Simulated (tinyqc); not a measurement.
# One level coupled to a phonon between two leads, self-consistent Born approximation: current against bias

Wide-band leads with mu_L = +V/2 and mu_R = -V/2; phonons in equilibrium, Nq = 1/(exp(w0/kB T) - 1). Scattering links only energies that differ by w0, so a ladder E_k = E1 + k w0 closes on itself; terms that reach past its ends are dropped. Gn and Gp are the electron and hole parts of the spectral function A = Gn + Gp.

|G|^2 = 1/[(E - ed)^2 + (GL + GR + Sin + Sout)^2/4], Gn = |G|^2 (GL fL + GR fR + Sin), Gp = |G|^2 (GL (1 - fL) + GR (1 - fR) + Sout), f = 1/(1 + exp((E - mu)/kB T)). Sin(E) = M^2 [(Nq + 1) Gn(E + w0) + Nq Gn(E - w0)], Sout(E) = M^2 [(Nq + 1) Gp(E - w0) + Nq Gp(E + w0)]. Spectral currents into the level: iL = GL [fL Gp - (1 - fL) Gn], iR = GR [fR Gp - (1 - fR) Gn]. Here E - ed is replaced by E - ed - R(E), with the real part R(E) = (1/2 pi) P int [Sin + Sout](y) dy/(E - y). The total for one spin is I = (q/h) times the integral of iL over all E (all ladders, each long enough that its ends do not matter); the power given to phonons is (1/h) times the integral of E (iL + iR).

Values chosen for this exercise:

| symbol | value | unit | meaning |
|---|---|---|---|
| T | 77 | K | temperature of leads and phonons |
| w0 | 63 | meV | phonon energy |
| ed | -78 | meV | level |
| GL | 25 | meV | coupling to the left lead |
| GR | 23 | meV | coupling to the right lead |
| M | 29 | meV | electron-phonon matrix element |

Constants: q = 1.602176634e-19 C, kB = 1.380649e-23 J/K, h = 6.62607015e-34 J s, Vt = kB T/q. Results are converted to the units shown.

Current against bias:

| V (mV) | I (uA) | I without phonons (uA) | ratio of the two | power to phonons (nW) | share of I V (%) |
|---|---|---|---|---|---|
| 25 | 0.1044 | 0.09122 | 1.144 | 0.008087 | 0.3099 |
| 69 | 0.3511 | 0.2962 | 1.186 | 0.5745 | 2.371 |
| 113 | 0.7911 | 0.6704 | 1.180 | 3.472 | 3.884 |
| 158 | 1.421 | 1.349 | 1.053 | 9.232 | 4.111 |
| 202 | 1.930 | 1.989 | 0.9706 | 16.02 | 4.109 |
| 246 | 2.219 | 2.327 | 0.9539 | 22.96 | 4.205 |
| 290 | 2.401 | 2.488 | 0.9652 | 30.26 | 4.346 |
| 334 | 2.529 | 2.576 | 0.9815 | 35.55 | 4.209 |
| 378 | 2.607 | 2.633 | 0.9904 | 38.01 | 3.856 |

I rises from 0.104 to 2.61 uA; its ratio to the current without phonons moves up and down between 0.954 and 1.19, and the share of I V given to phonons moves up and down between 0.310 and 4.35 %. Emission at zero temperature needs V above w0 = 63 mV; the rest of I V is released in the leads.

Range of the model: The self-consistent Born approximation keeps only non-crossing phonon lines and no Hartree shift; it is rough once the coupling nears the phonon energy.

Computed by the program tinyqc: `OMP_NUM_THREADS=1 python tinyqc.py 2720120 2720121 out.jsonl`, one thread of a shared Intel Xeon 2.30GHz, about 0.1 s for the whole run.
